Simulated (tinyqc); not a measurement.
Inside a calculation. Method: CIS and TDHF on RHF in the sto-6g basis, frozen core, for BeH2, spin multiplicity 1. Computed by tinyqc, a small Python program that keeps every step (integrals from PySCF). Settings: charge = 0, multiplicity = 1, basis = sto-6g, method = RHF, frozen orbitals = 1, energy threshold = 1e-10, iteration cap = 61, orthogonalisation = canonical, start = core, DIIS depth = 6, TDHF = 1. Command: `OMP_NUM_THREADS=1 python tinyqc.py 26176 26177 out.jsonl` (the two numbers bound the seeds that draw the settings). One thread of a shared host (Intel(R) Xeon(R) Processor @ 2.60GHz), about 0.1 s of CPU time with the checks. The early iterations of the SCF are left out here.

## One-electron integrals

Geometry (angstrom):
```
atom       x        y       z
Be    0.0000   0.0000  0.0000
H     0.0000   1.2560  0.0000
H     0.0000  -1.2560  0.0000
```

Basis sto-6g: exponents (1/bohr^2) and contraction coefficients of normalised primitives:
```
element  l (shell)  exponent  coefficient
Be           s (1)  312.8705       0.0092
Be           s (1)   57.3645       0.0494
Be           s (1)   16.0485       0.1685
Be           s (1)    5.5131       0.3706
Be           s (1)    2.1409       0.4165
Be           s (1)    0.8817       0.1303
Be           s (2)   13.6332      -0.0133
Be           s (2)    2.6984      -0.0470
Be           s (2)    0.8387      -0.0338
Be           s (2)    0.3227       0.2502
Be           s (2)    0.1401       0.5951
Be           s (2)    0.0642       0.2407
Be           p (3)   13.6332       0.0038
Be           p (3)    2.6984       0.0377
Be           p (3)    0.8387       0.1739
Be           p (3)    0.3227       0.4180
Be           p (3)    0.1401       0.4259
Be           p (3)    0.0642       0.1017
H            s (1)   35.5232       0.0092
H            s (1)    6.5131       0.0494
H            s (1)    1.8221       0.1685
H            s (1)    0.6260       0.3706
H            s (1)    0.2431       0.4165
H            s (1)    0.1001       0.1303
```

Overlap, kinetic and nuclear-attraction integrals over the contracted functions; the nuclear repulsion is the sum of Za Zb / Rab.

nuclear repulsion = 3.581215 hartree

overlap S, order 1Be 1s, 1Be 2s, 1Be 2px, 1Be 2py, 1Be 2pz, 2H 1s, 3H 1s:
```
[[1.0000, 0.2548, 0.0000, 0.0000, 0.0000, 0.0867, 0.0867],
 [0.2548, 1.0000, 0.0000, 0.0000, 0.0000, 0.4948, 0.4948],
 [0.0000, 0.0000, 1.0000, 0.0000, 0.0000, 0.0000, 0.0000],
 [0.0000, 0.0000, 0.0000, 1.0000, 0.0000, 0.5472, -0.5472],
 [0.0000, 0.0000, 0.0000, 0.0000, 1.0000, 0.0000, 0.0000],
 [0.0867, 0.4948, 0.0000, 0.5472, 0.0000, 1.0000, 0.0512],
 [0.0867, 0.4948, 0.0000, -0.5472, 0.0000, 0.0512, 1.0000]]
```

kinetic energy T (hartree), order 1Be 1s, 1Be 2s, 1Be 2px, 1Be 2py, 1Be 2pz, 2H 1s, 3H 1s:
```
[[6.7688, -0.2074, 0.0000, 0.0000, 0.0000, -0.0129, -0.0129],
 [-0.2074, 0.2201, 0.0000, 0.0000, 0.0000, 0.0824, 0.0824],
 [0.0000, 0.0000, 0.6613, 0.0000, 0.0000, 0.0000, 0.0000],
 [0.0000, 0.0000, 0.0000, 0.6613, 0.0000, 0.2213, -0.2213],
 [0.0000, 0.0000, 0.0000, 0.0000, 0.6613, 0.0000, 0.0000],
 [-0.0129, 0.0824, 0.0000, 0.2213, 0.0000, 0.7685, -0.0100],
 [-0.0129, 0.0824, 0.0000, -0.2213, 0.0000, -0.0100, 0.7685]]
```

nuclear attraction V (hartree), order 1Be 1s, 1Be 2s, 1Be 2px, 1Be 2py, 1Be 2pz, 2H 1s, 3H 1s:
```
[[-15.5574, -1.8654, 0.0000, 0.0000, 0.0000, -0.7006, -0.7006],
 [-1.8654, -3.0734, 0.0000, 0.0000, 0.0000, -1.5134, -1.5134],
 [0.0000, 0.0000, -2.9897, 0.0000, 0.0000, 0.0000, 0.0000],
 [0.0000, 0.0000, 0.0000, -3.2405, 0.0000, -1.6451, 1.6451],
 [0.0000, 0.0000, 0.0000, 0.0000, -2.9897, 0.0000, 0.0000],
 [-0.7006, -1.5134, 0.0000, -1.6451, 0.0000, -3.1170, -0.1781],
 [-0.7006, -1.5134, 0.0000, 1.6451, 0.0000, -0.1781, -3.1170]]
```

core Hamiltonian H = T + V (hartree), order 1Be 1s, 1Be 2s, 1Be 2px, 1Be 2py, 1Be 2pz, 2H 1s, 3H 1s:
```
[[-8.7887, -2.0727, 0.0000, 0.0000, 0.0000, -0.7136, -0.7136],
 [-2.0727, -2.8533, 0.0000, 0.0000, 0.0000, -1.4310, -1.4310],
 [0.0000, 0.0000, -2.3284, 0.0000, 0.0000, 0.0000, 0.0000],
 [0.0000, 0.0000, 0.0000, -2.5792, 0.0000, -1.4237, 1.4237],
 [0.0000, 0.0000, 0.0000, 0.0000, -2.3284, 0.0000, 0.0000],
 [-0.7136, -1.4310, 0.0000, -1.4237, 0.0000, -2.3485, -0.1881],
 [-0.7136, -1.4310, 0.0000, 1.4237, 0.0000, -0.1881, -2.3485]]
```

## Two-electron integrals

Functions are numbered as in S; the eight-fold symmetry (ij|kl) = (ji|kl) = (kl|ij) leaves the list below.

Two-electron integrals (ij|kl) in chemists' order, unique and non-zero (hartree):
```
(11|11) 2.3000    (21|11) 0.3619    (21|21) 0.0719    (22|11) 0.5703
(22|21) 0.1397    (22|22) 0.4178    (31|31) 0.0153    (32|31) 0.0226
(32|32) 0.0923    (33|11) 0.5703    (33|21) 0.1397    (33|22) 0.4178
(33|33) 0.4501    (41|41) 0.0153    (42|41) 0.0226    (42|42) 0.0923
(43|43) 0.0243    (44|11) 0.5703    (44|21) 0.1397    (44|22) 0.4178
(44|33) 0.4016    (44|44) 0.4501    (51|51) 0.0153    (52|51) 0.0226
(52|52) 0.0923    (53|53) 0.0243    (54|54) 0.0243    (55|11) 0.5703
(55|21) 0.1397    (55|22) 0.4178    (55|33) 0.4016    (55|44) 0.4016
(55|55) 0.4501    (61|11) 0.1280    (61|21) 0.0246    (61|22) 0.0474
(61|33) 0.0470    (61|41) 0.0024    (61|42) 0.0046    (61|44) 0.0481
(61|55) 0.0470    (61|61) 0.0089    (62|11) 0.2518    (62|21) 0.0623
(62|22) 0.1968    (62|33) 0.1901    (62|41) 0.0087    (62|42) 0.0472
(62|44) 0.2103    (62|55) 0.1901    (62|61) 0.0233    (62|62) 0.1284
(63|31) 0.0067    (63|32) 0.0286    (63|43) 0.0087    (63|63) 0.0134
(64|11) 0.2530    (64|21) 0.0635    (64|22) 0.2101    (64|33) 0.1979
(64|41) 0.0143    (64|42) 0.0743    (64|44) 0.2345    (64|55) 0.1979
(64|61) 0.0252    (64|62) 0.1571    (64|64) 0.2011    (65|51) 0.0067
(65|52) 0.0286    (65|54) 0.0087    (65|65) 0.0134    (66|11) 0.4158
(66|21) 0.1051    (66|22) 0.3656    (66|33) 0.3394    (66|41) 0.0191
(66|42) 0.1258    (66|44) 0.4179    (66|55) 0.3394    (66|61) 0.0411
(66|62) 0.2914    (66|64) 0.3815    (66|66) 0.7750    (71|11) 0.1280
(71|21) 0.0246    (71|22) 0.0474    (71|33) 0.0470    (71|41) -0.0024
(71|42) -0.0046   (71|44) 0.0481    (71|55) 0.0470    (71|61) 0.0081
(71|62) 0.0195    (71|64) 0.0189    (71|66) 0.0320    (71|71) 0.0089
(72|11) 0.2518    (72|21) 0.0623    (72|22) 0.1968    (72|33) 0.1901
(72|41) -0.0087   (72|42) -0.0472   (72|44) 0.2103    (72|55) 0.1901
(72|61) 0.0195    (72|62) 0.0730    (72|64) 0.0695    (72|66) 0.1245
(72|71) 0.0233    (72|72) 0.1284    (73|31) 0.0067    (73|32) 0.0286
(73|43) -0.0087   (73|63) 0.0064    (73|73) 0.0134    (74|11) -0.2530
(74|21) -0.0635   (74|22) -0.2101   (74|33) -0.1979   (74|41) 0.0143
(74|42) 0.0743    (74|44) -0.2345   (74|55) -0.1979   (74|61) -0.0189
(74|62) -0.0695   (74|64) -0.0617   (74|66) -0.1145   (74|71) -0.0252
(74|72) -0.1571   (74|74) 0.2011    (75|51) 0.0067    (75|52) 0.0286
(75|54) -0.0087   (75|65) 0.0064    (75|75) 0.0134    (76|11) 0.0319
(76|21) 0.0077    (76|22) 0.0222    (76|33) 0.0218    (76|44) 0.0230
(76|55) 0.0218    (76|61) 0.0026    (76|62) 0.0108    (76|64) 0.0118
(76|66) 0.0209    (76|71) 0.0026    (76|72) 0.0108    (76|74) -0.0118
(76|76) 0.0012    (77|11) 0.4158    (77|21) 0.1051    (77|22) 0.3656
(77|33) 0.3394    (77|41) -0.0191   (77|42) -0.1258   (77|44) 0.4179
(77|55) 0.3394    (77|61) 0.0320    (77|62) 0.1245    (77|64) 0.1145
(77|66) 0.2105    (77|71) 0.0411    (77|72) 0.2914    (77|74) -0.3815
(77|76) 0.0209    (77|77) 0.7750
```

## Orthogonalisation

S = U s U^T; canonical form X = U s^(-1/2), so that X^T S X = 1. Each column of U has its largest component positive (the first on a tie).

eigenvalues of S: [0.2002, 0.3102, 0.9280, 1.0000, 1.0000, 1.7486, 1.8130]

X, order 1Be 1s, 1Be 2s, 1Be 2px, 1Be 2py, 1Be 2pz, 2H 1s, 3H 1s:
```
[[0.0000, -0.2724, 0.9735, 0.0000, 0.0000, 0.0000, 0.2319],
 [0.0000, 1.3124, -0.1102, 0.0000, 0.0000, 0.0000, 0.5006],
 [0.0000, 0.0000, 0.0000, 0.9844, 0.1762, 0.0000, 0.0000],
 [1.5542, 0.0000, 0.0000, 0.0000, 0.0000, 0.5435, 0.0000],
 [0.0000, 0.0000, 0.0000, -0.1762, 0.9844, 0.0000, 0.0000],
 [-1.1359, -0.8446, -0.2426, 0.0000, 0.0000, 0.3718, 0.3516],
 [1.1359, -0.8446, -0.2426, 0.0000, 0.0000, -0.3718, 0.3516]]
```

Within a degenerate level the vectors are fixed only up to a rotation; this is one choice.

## Iteration 6 (converged): orbitals

converged F (hartree), order 1Be 1s, 1Be 2s, 1Be 2px, 1Be 2py, 1Be 2pz, 2H 1s, 3H 1s:
```
[[-4.5856, -1.2493, 0.0000, 0.0000, 0.0000, -0.4310, -0.4310],
 [-1.2493, -0.6195, 0.0000, 0.0000, 0.0000, -0.4489, -0.4489],
 [0.0000, 0.0000, 0.2063, 0.0000, 0.0000, 0.0000, 0.0000],
 [0.0000, 0.0000, 0.0000, -0.2733, 0.0000, -0.3458, 0.3458],
 [0.0000, 0.0000, 0.0000, 0.0000, 0.2063, 0.0000, 0.0000],
 [-0.4310, -0.4489, 0.0000, -0.3458, 0.0000, -0.3567, -0.0712],
 [-0.4310, -0.4489, 0.0000, 0.3458, 0.0000, -0.0712, -0.3567]]
```

Diagonalise F' = X^T F X, C = X C', fill 3 alpha and 3 beta electrons from the bottom; D = 2 C_occ C_occ^T. Each column has its largest component positive (the first on a tie).

F' = X^T F X (hartree):
```
[[1.0450, 0.0000, 0.0000, 0.0000, 0.0000, 0.0377, 0.0000],
 [0.0000, 0.4690, 0.3508, 0.0000, 0.0000, 0.0000, 0.1437],
 [0.0000, 0.3508, -3.7769, 0.0000, 0.0000, 0.0000, -1.6077],
 [0.0000, 0.0000, 0.0000, 0.2063, 0.0000, 0.0000, 0.0000],
 [0.0000, 0.0000, 0.0000, 0.0000, 0.2063, 0.0000, 0.0000],
 [0.0377, 0.0000, 0.0000, 0.0000, 0.0000, -0.4392, 0.0000],
 [0.0000, 0.1437, -1.6077, 0.0000, 0.0000, 0.0000, -1.2541]]
```

orbital energies (hartree): [-4.5873, -0.4726, -0.4402, 0.2063, 0.2063, 0.4980, 1.0459]

coefficients C, order 1Be 1s, 1Be 2s, 1Be 2px, 1Be 2py, 1Be 2pz, 2H 1s, 3H 1s:
```
[[0.9946, -0.2218, 0.0000, 0.0000, 0.0000, -0.1933, 0.0000],
 [0.0215, 0.5310, 0.0000, 0.0000, 0.0000, 1.3049, 0.0000],
 [0.0000, 0.0000, 0.0000, 0.3668, 0.9303, 0.0000, 0.0000],
 [0.0000, 0.0000, 0.5039, 0.0000, 0.0000, 0.0000, 1.5675],
 [0.0000, 0.0000, 0.0000, 0.9303, -0.3668, 0.0000, 0.0000],
 [-0.0014, 0.4011, 0.4005, 0.0000, 0.0000, -0.8573, -1.1261],
 [-0.0014, 0.4011, -0.4005, 0.0000, 0.0000, -0.8573, 1.1261]]
```

D after iteration 6, order 1Be 1s, 1Be 2s, 1Be 2px, 1Be 2py, 1Be 2pz, 2H 1s, 3H 1s:
```
[[2.0768, -0.1929, 0.0000, 0.0000, 0.0000, -0.1806, -0.1806],
 [-0.1929, 0.5649, 0.0000, 0.0000, 0.0000, 0.4259, 0.4259],
 [0.0000, 0.0000, 0.0000, 0.0000, 0.0000, 0.0000, 0.0000],
 [0.0000, 0.0000, 0.0000, 0.5078, 0.0000, 0.4036, -0.4036],
 [0.0000, 0.0000, 0.0000, 0.0000, 0.0000, 0.0000, 0.0000],
 [-0.1806, 0.4259, 0.0000, 0.4036, 0.0000, 0.6425, 0.0008],
 [-0.1806, 0.4259, 0.0000, -0.4036, 0.0000, 0.0008, 0.6425]]
```

Within a degenerate level the vectors are fixed only up to a rotation; this is one choice.

## Convergence

Stop when the energy changes by less than 1e-10 hartree and every element of the error matrix X^T (F D S - S D F) X is below 3e-06.

Course of the cycle:
```
iteration  E (hartree)     change  largest element of the error matrix
1           -15.388432          -                             7.44e-01
2           -15.722194  -3.34e-01                             8.03e-02
3           -15.725316  -3.12e-03                             1.95e-03
4           -15.725318  -2.29e-06                             2.28e-04
5           -15.725318  -6.13e-08                             1.38e-05
6           -15.725318  -9.43e-11                             6.70e-09
```

PySCF RHF in the same basis = -15.725318 hartree

Converged in 6 iterations.

## Integrals over molecular orbitals

(pq|rs) = sum C_ip C_jq C_kr C_ls (ij|kl), one index at a time.

one-electron integrals over orbitals h = C^T H C (hartree):
```
[[-8.7794, 0.2321, 0.0000, 0.0000, 0.0000, 0.1967, 0.0000],
 [0.2321, -2.5298, 0.0000, 0.0000, 0.0000, -0.1527, 0.0000],
 [0.0000, 0.0000, -2.4973, 0.0000, 0.0000, 0.0000, -0.2601],
 [0.0000, 0.0000, 0.0000, -2.3284, 0.0000, 0.0000, 0.0000],
 [0.0000, 0.0000, 0.0000, 0.0000, -2.3284, 0.0000, 0.0000],
 [0.1967, -0.1527, 0.0000, 0.0000, 0.0000, -1.9393, 0.0000],
 [0.0000, 0.0000, -0.2601, 0.0000, 0.0000, 0.0000, -1.7641]]
```

Two-electron integrals over orbitals (pq|rs), unique and non-zero (hartree); the lowest 1 orbital is frozen and left out:
```
(22|22) 0.4075    (32|32) 0.1669    (33|22) 0.4212    (33|33) 0.4440
(42|42) 0.0498    (43|43) 0.0154    (44|22) 0.3744    (44|33) 0.3636
(44|44) 0.4501    (52|52) 0.0498    (53|53) 0.0154    (54|54) 0.0243
(55|22) 0.3744    (55|33) 0.3636    (55|44) 0.4016    (55|55) 0.4501
(62|22) -0.0289   (62|33) -0.0507   (62|44) 0.0473    (62|55) 0.0473
(62|62) 0.0767    (63|32) -0.0959   (63|63) 0.0823    (64|42) 0.0476
(64|64) 0.0517    (65|52) 0.0476    (65|65) 0.0517    (66|22) 0.4049
(66|33) 0.4155    (66|44) 0.3737    (66|55) 0.3737    (66|62) -0.0366
(66|66) 0.4185    (72|32) -0.0477   (72|63) 0.0617    (72|72) 0.0576
(73|22) -0.0101   (73|33) -0.0243   (73|44) 0.0545    (73|55) 0.0545
(73|62) 0.0720    (73|66) -0.0285   (73|73) 0.0812    (74|43) 0.0139
(74|74) 0.0162    (75|53) 0.0139    (75|75) 0.0162    (76|32) 0.1446
(76|63) -0.0964   (76|72) -0.0595   (76|76) 0.1427    (77|22) 0.4393
(77|33) 0.4586    (77|44) 0.3955    (77|55) 0.3955    (77|62) -0.0438
(77|66) 0.4464    (77|73) -0.0191   (77|77) 0.5028
```

## CIS matrix, singlets

A(ia,jb) = (e_a - e_i) d_ij d_ab + 2 (ia|jb) - (ij|ab).

CIS matrix A, singlet (hartree), order 2>4, 2>5, 2>6, 2>7, 3>4, 3>5, 3>6, 3>7:
```
[[0.4042, 0.0000, 0.0000, 0.0000, 0.0000, 0.0000, 0.0000, 0.0000],
 [0.0000, 0.4042, 0.0000, 0.0000, 0.0000, 0.0000, 0.0000, 0.0000],
 [0.0000, 0.0000, 0.7191, 0.0000, 0.0000, 0.0000, 0.0000, -0.0006],
 [0.0000, 0.0000, 0.0000, 1.1945, 0.0000, 0.0000, -0.0212, 0.0000],
 [0.0000, 0.0000, 0.0000, 0.0000, 0.3137, 0.0000, 0.0000, 0.0000],
 [0.0000, 0.0000, 0.0000, 0.0000, 0.0000, 0.3137, 0.0000, 0.0000],
 [0.0000, 0.0000, 0.0000, -0.0212, 0.0000, 0.0000, 0.6873, 0.0000],
 [0.0000, 0.0000, -0.0006, 0.0000, 0.0000, 0.0000, 0.0000, 1.1900]]
```

## CIS singlet states

dipole integrals <i|r|a> (bohr), order 2>4, 2>5, 2>6, 2>7, 3>4, 3>5, 3>6, 3>7:
```
[[0.3536, 0.0000, 0.8968],
 [0.8968, 0.0000, -0.3536],
 [0.0000, 0.0000, 0.0000],
 [0.0000, -0.5466, 0.0000],
 [0.0000, 0.0000, 0.0000],
 [0.0000, 0.0000, 0.0000],
 [0.0000, -1.0443, 0.0000],
 [0.0000, 0.0000, 0.0000]]
```

Diagonalise A (1 hartree = 27.211386 eV); each vector has its largest component positive (the first on a tie). The transition dipole is mu = sqrt2 sum c_ia <i|r|a>.

singlet excitation energies (eV): [8.5358, 8.5358, 10.9999, 10.9999, 18.6783, 19.5681, 32.3815, 32.5288]

lowest vectors, order 2>4, 2>5, 2>6, 2>7, 3>4, 3>5, 3>6, 3>7:
```
[[0.0000, 0.0000, 0.1400, 0.9901, 0.0000, 0.0000],
 [0.0000, 0.0000, 0.9901, -0.1400, 0.0000, 0.0000],
 [0.0000, 0.0000, 0.0000, 0.0000, 0.0000, 1.0000],
 [0.0000, 0.0000, 0.0000, 0.0000, 0.0416, 0.0000],
 [0.9001, -0.4356, 0.0000, 0.0000, 0.0000, 0.0000],
 [0.4356, 0.9001, 0.0000, 0.0000, 0.0000, 0.0000],
 [0.0000, 0.0000, 0.0000, 0.0000, 0.9991, 0.0000],
 [0.0000, 0.0000, 0.0000, 0.0000, 0.0000, 0.0014]]
```

oscillator strengths 2/3 w |mu|^2: [0.0000, 0.0000, 0.5008, 0.5008, 1.0404, 0.0000]

Within a degenerate level the vectors are fixed only up to a rotation; this is one choice.

## TDHF (RPA) singlet states

B(ia,jb) = 2 (ia|jb) - (ib|ja); the squared energies are the eigenvalues of (A - B)(A + B); 1 hartree = 27.211386 eV.

TDHF matrix B, singlet (hartree), order 2>4, 2>5, 2>6, 2>7, 3>4, 3>5, 3>6, 3>7:
```
[[0.0498, 0.0000, 0.0000, 0.0000, 0.0000, 0.0000, 0.0000, 0.0000],
 [0.0000, 0.0498, 0.0000, 0.0000, 0.0000, 0.0000, 0.0000, 0.0000],
 [0.0000, 0.0000, 0.0767, 0.0000, 0.0000, 0.0000, 0.0000, 0.0822],
 [0.0000, 0.0000, 0.0000, 0.0576, 0.0000, 0.0000, 0.0515, 0.0000],
 [0.0000, 0.0000, 0.0000, 0.0000, 0.0154, 0.0000, 0.0000, 0.0000],
 [0.0000, 0.0000, 0.0000, 0.0000, 0.0000, 0.0154, 0.0000, 0.0000],
 [0.0000, 0.0000, 0.0000, 0.0515, 0.0000, 0.0000, 0.0823, 0.0000],
 [0.0000, 0.0000, 0.0822, 0.0000, 0.0000, 0.0000, 0.0000, 0.0812]]
```

squared energies w^2 (hartree^2): [0.0982, 0.0982, 0.1609, 0.1609, 0.4618, 0.5059, 1.4013, 1.4230]

TDHF energies from the positive w^2 (eV): [8.5255, 8.5255, 10.9159, 10.9159, 18.4913, 19.3550, 32.2117, 32.4604]

## CIS matrix, triplets

A(ia,jb) = (e_a - e_i) d_ij d_ab - (ij|ab).

CIS matrix A, triplet (hartree), order 2>4, 2>5, 2>6, 2>7, 3>4, 3>5, 3>6, 3>7:
```
[[0.3046, 0.0000, 0.0000, 0.0000, 0.0000, 0.0000, 0.0000, 0.0000],
 [0.0000, 0.3046, 0.0000, 0.0000, 0.0000, 0.0000, 0.0000, 0.0000],
 [0.0000, 0.0000, 0.5656, 0.0000, 0.0000, 0.0000, 0.0000, -0.1446],
 [0.0000, 0.0000, 0.0000, 1.0792, 0.0000, 0.0000, -0.1446, 0.0000],
 [0.0000, 0.0000, 0.0000, 0.0000, 0.2829, 0.0000, 0.0000, 0.0000],
 [0.0000, 0.0000, 0.0000, 0.0000, 0.0000, 0.2829, 0.0000, 0.0000],
 [0.0000, 0.0000, 0.0000, -0.1446, 0.0000, 0.0000, 0.5226, 0.0000],
 [0.0000, 0.0000, -0.1446, 0.0000, 0.0000, 0.0000, 0.0000, 1.0275]]
```

## CIS triplet states

Diagonalise A (1 hartree = 27.211386 eV); each vector has its largest component positive (the first on a tie).

triplet excitation energies (eV): [7.6973, 7.6973, 8.2873, 8.2873, 13.2606, 14.2616, 29.0902, 30.3288]

lowest vectors, order 2>4, 2>5, 2>6, 2>7, 3>4, 3>5, 3>6, 3>7:
```
[[0.0000, 0.0000, 0.1096, 0.9940, 0.0000, 0.0000],
 [0.0000, 0.0000, 0.9940, -0.1096, 0.0000, 0.0000],
 [0.0000, 0.0000, 0.0000, 0.0000, 0.0000, 0.9611],
 [0.0000, 0.0000, 0.0000, 0.0000, 0.2373, 0.0000],
 [0.2560, 0.9667, 0.0000, 0.0000, 0.0000, 0.0000],
 [0.9667, -0.2560, 0.0000, 0.0000, 0.0000, 0.0000],
 [0.0000, 0.0000, 0.0000, 0.0000, 0.9714, 0.0000],
 [0.0000, 0.0000, 0.0000, 0.0000, 0.0000, 0.2761]]
```

Within a degenerate level the vectors are fixed only up to a rotation; this is one choice.

## TDHF (RPA) triplet states

B(ia,jb) = - (ib|ja); the squared energies are the eigenvalues of (A - B)(A + B); 1 hartree = 27.211386 eV.

TDHF matrix B, triplet (hartree), order 2>4, 2>5, 2>6, 2>7, 3>4, 3>5, 3>6, 3>7:
```
[[-0.0498, 0.0000, 0.0000, 0.0000, 0.0000, 0.0000, 0.0000, 0.0000],
 [0.0000, -0.0498, 0.0000, 0.0000, 0.0000, 0.0000, 0.0000, 0.0000],
 [0.0000, 0.0000, -0.0767, 0.0000, 0.0000, 0.0000, 0.0000, -0.0617],
 [0.0000, 0.0000, 0.0000, -0.0576, 0.0000, 0.0000, -0.0720, 0.0000],
 [0.0000, 0.0000, 0.0000, 0.0000, -0.0154, 0.0000, 0.0000, 0.0000],
 [0.0000, 0.0000, 0.0000, 0.0000, 0.0000, -0.0154, 0.0000, 0.0000],
 [0.0000, 0.0000, 0.0000, -0.0720, 0.0000, 0.0000, -0.0823, 0.0000],
 [0.0000, 0.0000, -0.0617, 0.0000, 0.0000, 0.0000, 0.0000, -0.0812]]
```

squared energies w^2 (hartree^2): [0.0798, 0.0798, 0.0903, 0.0903, 0.2223, 0.2606, 1.1368, 1.2370]

TDHF energies from the positive w^2 (eV): [7.6859, 7.6859, 8.1755, 8.1755, 12.8303, 13.8924, 29.0128, 30.2641]
